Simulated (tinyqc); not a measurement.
Length offset and series resistance from crossing lines.

Inverse problem. R_total = Rs + k (L - dL)/Vo with constant Rs, dL and k. Find k, dL and Rs.

R_total at (L, Vo) = (50, 0.37), (150, 0.37), (50, 0.87) and (150, 0.87), L in nm and Vo in V (ohm um): [397.51351, 1127.2432, 232.27586, 542.62069]

Answer. At each overdrive R is a straight line in L with slope k/Vo; the two lines cross at L = dL, R = Rs.

k = 2.70 ohm um V/nm
dL = 10.6 nm
Rs = 110 ohm um

tinyqc, about 0.04 s, one thread, Intel Xeon 2.30GHz (shared host): `OMP_NUM_THREADS=1 python tinyqc.py 2282008 2282009 out.jsonl`
